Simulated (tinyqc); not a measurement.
Ways to converge the cycle: SCF convergence aids in the sto-6g basis, for H4+, spin multiplicity 2. Computed by the program tinyqc with PySCF. Command: `OMP_NUM_THREADS=1 python tinyqc.py 113912 113913 out.jsonl`; one thread of a shared host (Intel(R) Xeon(R) Processor @ 2.60GHz), about 2 s.

Geometry (angstrom):
```
atom       x       y       z
H     0.0000  0.0000  0.0000
H     0.0000  0.0000  1.6120
H     0.0000  0.0000  3.2170
H     0.0000  0.0000  4.8290
```

lowest solution found by these runs and by PySCF with stability checks = -1.560061 hartree

UHF with one setting changed at a time; a run stops when the energy changes by less than 1e-09 hartree and the error matrix is below 1e-5. The start is the core Hamiltonian. Damping d keeps d of the old density; a shift (hartree) raises the virtual levels; DIIS n extrapolates F over n matrices.

Largest element of the error matrix X^T (FDS - SDF) X:
```
iteration    plain  damping 0.3  damping 0.6  shift 0.4   DIIS 3   DIIS 8
1          1.5e-01      1.5e-01      1.5e-01    1.5e-01  1.5e-01  1.5e-01
2          3.8e-02      5.2e-02      9.9e-02    9.8e-02  3.8e-02  3.8e-02
3          3.8e-02      3.7e-02      6.9e-02    5.9e-02  3.4e-02  3.4e-02
4          3.4e-02      3.5e-02      5.3e-02    4.3e-02  6.9e-03  6.9e-03
5          3.1e-02      3.4e-02      4.4e-02    3.7e-02  6.2e-03  7.1e-03
6          2.5e-02      3.2e-02      4.0e-02    3.4e-02  8.3e-03  1.0e-02
8          1.2e-02      2.5e-02      3.5e-02    2.8e-02  6.2e-03  2.0e-02
10         4.7e-03      1.6e-02      3.1e-02    2.1e-02  5.9e-03  5.4e-02
14         6.0e-04      4.9e-03      2.2e-02    8.9e-03  6.4e-03  7.7e-03
20         2.5e-05      6.9e-04      9.8e-03    1.9e-03  8.5e-03  7.1e-03
30               -      2.3e-05      1.8e-03    1.2e-04  1.7e-02  7.5e-03
45               -            -      1.3e-04          -  2.5e-02  2.4e-02
60               -            -      8.7e-06          -  1.3e-02  5.8e-03
```

How each run ends:
```
run          iterations  E (hartree)                    state
plain                23    -1.560061             lowest found
damping 0.3          34    -1.560061             lowest found
damping 0.6          60    -1.560061             lowest found
shift 0.4            40    -1.560061             lowest found
DIIS 3              >60    -1.452308  wanders without falling
DIIS 8              >60    -1.456656  wanders without falling
```

4 of 6 runs reach the lowest solution found, in 23 to 60 iterations (fastest: plain). Not converged: DIIS 3, DIIS 8. Plain steps already contract here, so damping only slows them. DIIS minimises the error, not the energy, so it can stall or settle near a saddle, and its small system turns near-singular when few rotations are active.
